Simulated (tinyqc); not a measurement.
Comparisons within one model: sp3s* tight binding. A value that a table varies takes the place of the one given here.

sp3s* tight binding, nearest neighbours only: anion (a) at 0, cation (c) at a/4 (1,1,1), orbitals s, px, py, pz, s* on each; k in units of 2 pi/a. With phases e_j = exp(i (pi/2) k.n_j) for n = (1,1,1), (1,-1,-1), (-1,1,-1), (-1,-1,1): g0 = (e1+e2+e3+e4)/4, g1 = (e1+e2-e3-e4)/4, g2 = (e1-e2+e3-e4)/4, g3 = (e1-e2-e3+e4)/4. The diagonal holds the levels Esa, Epa, Exa (s*) and Esc, Epc, Exc. Anion-cation block: <sa|sc> = Vss g0; <sa|xc> = Vsapc g1; <xa|sc> = -Vscpa g1; <xa|xc> = Vxx g0; <xa|yc> = <ya|xc> = Vxy g3, <xa|zc> = <za|xc> = Vxy g2, <ya|zc> = <za|yc> = Vxy g1; <s*a|xc> = Vxapc g1; <xa|s*c> = -Vpaxc g1; y and z take g2 and g3 in place of g1; s-s* and s*-s* vanish.

Values chosen for the exercise (near a published set for SiC, fitted to gaps, whose masses and valley positions are rough; not measured data):

| symbol | value | unit | meaning |
|---|---|---|---|
| Esa | -8.45 | eV | s level of the anion |
| Epa | 2.129 | eV | p level of the anion |
| Esc | -4.825 | eV | s level of the cation |
| Epc | 4.319 | eV | p level of the cation |
| Exa | 9.726 | eV | s* level of the anion |
| Exc | 9.342 | eV | s* level of the cation |
| Vss | -12.463 | eV | s-s |
| Vxx | 3.024 | eV | px-px |
| Vxy | 5.93 | eV | px-py |
| Vsapc | 9.546 | eV | s anion, p cation |
| Vscpa | 9.225 | eV | s cation, p anion |
| Vxapc | 8.651 | eV | s* anion, p cation |
| Vpaxc | 4.397 | eV | p anion, s* cation |
| eta | 3 |  | scaling exponent |
| D001 | 0.7 |  | ratio -ezz/exx |

## What the s* orbital does

The s* couplings Vxapc and Vpaxc are scaled by f; f = 0 is the plain sp3 model. Gaps from the top of the valence band at Gamma; the Delta value is the minimum on (x,0,0), 0.5 <= x <= 1.

Gaps (eV):

| f | Gamma | Delta | L | x of the minimum |
|---|---|---|---|---|
| 0.00 | 5.9488 | 7.2186 | 7.3672 | 0.500 |
| 0.25 | 5.9488 | 6.8310 | 7.0176 | 0.500 |
| 0.50 | 5.9488 | 5.8052 | 6.1432 | 0.689 |
| 0.75 | 5.9488 | 4.0913 | 4.9443 | 1.000 |
| 0.90 | 5.9488 | 3.0790 | 4.1658 | 1.000 |
| 1.00 | 5.9488 | 2.4243 | 3.6433 | 1.000 |
| 1.10 | 5.9488 | 1.7874 | 3.1241 | 1.000 |

The gap at Gamma stays, since g1 to g3 vanish there. From f = 0 to 1 the s* levels lower the Delta value by 4.794 eV and L by 3.724 eV. For f = 0 and 0.25 the least value lies at x = 0.5, the end of the range: any valley further out lies above that value until s* has lowered it enough. The lowest of the three is Gamma at f = 0 and the Delta line at f = 1.

## Hydrostatic strain (sp3s* tight binding, strained)

Strain e moves each bond vector to d = (1 + e) d0 (no internal displacement for the diagonal strains used here) and k is given in fractions of the strained reciprocal cell, so the phases stay. Two-centre values Vss_sigma = Vss/4, Vsp_sigma = sqrt3 V/4 for each s-p and s*-p pair, Vpp_sigma = (Vxx + 2 Vxy)/4, Vpp_pi = (Vxx - Vxy)/4 are scaled by (d0/d)^eta and combined with the new direction cosines; the levels on the diagonal stay.

exx = eyy = ezz = e. Gaps as measured from the top of the valence band; the deformation potentials are (gap(0.01) - gap(-0.01))/0.06.

Gaps (eV):

| e | Gamma | Delta | L | x of the minimum |
|---|---|---|---|---|
| -0.03 | 6.9792 | 2.5926 | 3.9303 | 1.000 |
| -0.02 | 6.7888 | 2.5321 | 3.8352 | 1.000 |
| -0.01 | 6.4136 | 2.4760 | 3.7397 | 1.000 |
| 0.00 | 5.9488 | 2.4243 | 3.6433 | 1.000 |
| 0.01 | 5.5027 | 2.3767 | 3.5460 | 1.000 |
| 0.02 | 5.0744 | 2.3328 | 3.4475 | 1.000 |
| 0.03 | 4.6632 | 2.2925 | 3.3478 | 1.000 |

gap deformation potentials (eV): Gamma -15.182, Delta -1.657, L -3.228

Per unit of volume strain the gaps move by -15.18 (Gamma), -1.66 (Delta) and -3.23 eV (L). The lowest valley stays the Delta line over the range. These potentials follow from the one exponent eta, which fitted models replace by one for each integral; with it the sizes are rough, the sign for Delta can be wrong (in Si, Ge and the III-V crystals measured values are small and positive), and the pressures at which valleys cross, and which valley takes over, are rough too. A gap of zero, where one is listed, marks an s level that has sunk below the valence top.

## Biaxial strain splits the top of the valence band (sp3s* tight binding, strained)

No spin-orbit coupling; k = 0; exx = eyy = e, ezz = -D001 e. The four bonds keep equal lengths, and the sums over them give Vxx(e) for px and py and Vzz(e) for pz; each level is the lower root of [[Epa, V], [V, Epc]], and the s level the upper root of the s block. The shear potential b follows from E(x,y) - E(z) = 3 b (exx - ezz), taken as the slope between e = -0.005 and 0.005.

Couplings and levels at Gamma (eV):

| e | ezz | Vxx(e) | Vzz(e) | E(x,y) | E(z) | E(x,y) - E(z) (meV) | upper s level |
|---|---|---|---|---|---|---|---|
| -0.020 | 0.0140 | 2.9629 | 3.3825 | 0.0652 | -0.3314 | 396.6 | 6.2780 |
| -0.010 | 0.0070 | 2.9948 | 3.2005 | 0.0353 | -0.1586 | 193.9 | 6.1171 |
| -0.005 | 0.0035 | 3.0097 | 3.1116 | 0.0213 | -0.0746 | 95.9 | 6.0368 |
| 0.005 | -0.0035 | 3.0376 | 2.9378 | -0.0050 | 0.0887 | -93.7 | 5.8765 |
| 0.010 | -0.0070 | 3.0506 | 2.8530 | -0.0172 | 0.1681 | -185.2 | 5.7965 |
| 0.020 | -0.0140 | 3.0746 | 2.6875 | -0.0398 | 0.3220 | -361.8 | 5.6370 |

b = -3.717 eV

Under tension in the plane (e > 0) the bonds tilt towards the plane, Vxx grows to 3.0506 and Vzz falls to 2.8530 eV at e = 0.01, and the pz state forms the top of the valence band, by 185.2 meV; under compression (e = -0.01) the px, py pair does, by 193.9 meV. The slope gives b = -3.72 eV, a rough value, since on-site strain terms are left out (measured values lie near -2 eV).

## What each parameter does

Gaps from the top of the valence band at Gamma; Delta is the minimum on (x,0,0), 0.5 <= x <= 1. Each row changes one parameter from the base and keeps the others.

Results:

| case | Ev (eV) | gap Gamma (eV) | gap Delta (eV) | gap L (eV) |
|---|---|---|---|---|
| base | 0.0079 | 5.9488 | 2.4243 | 3.6433 |
| Vscpa = 9.025 eV | 0.0079 | 5.9488 | 2.4243 | 3.6537 |
| Exa = 9.526 eV | 0.0079 | 5.9488 | 2.3352 | 3.5582 |
| Vsapc = 9.246 eV | 0.0079 | 5.9488 | 2.2577 | 3.5125 |
| Vss = -12.163 eV | 0.0079 | 5.6520 | 2.4243 | 3.6108 |
| Exc = 9.142 eV | 0.0079 | 5.9488 | 2.4243 | 3.6416 |
| Vxapc = 8.951 eV | 0.0079 | 5.9488 | 2.2014 | 3.4664 |

The largest shifts from the base row, up to three for each result and ties (the steps differ in size, so this ranks the rows, not the parameters). Ev (eV): unchanged at the printed digits by Vscpa, Exa, Vsapc, Vss, Exc and Vxapc. gap Gamma (eV): Vss -0.2968; unchanged at the printed digits by Vscpa, Exa, Vsapc, Exc and Vxapc. gap Delta (eV): Vxapc -0.2230, Vsapc -0.1667, Exa -0.0892; unchanged at the printed digits by Vscpa, Vss and Exc. gap L (eV): Vxapc -0.1769, Vsapc -0.1308, Exa -0.0851. Vscpa, Exa, Vsapc, Exc and Vxapc cannot move Ev or the gap at Gamma, whose blocks do not hold them; s parameters never move Ev, and move the gap only where the lowest empty level at Gamma is s-like.

Computed by tinyqc, a small Python program: `OMP_NUM_THREADS=1 python tinyqc.py 1452132 1452133 out.jsonl` (the numbers bound the seed that draws the inputs); one thread of a shared host (Intel(R) Xeon(R) Processor @ 2.30GHz), about 0.06 s for the whole set of steps.
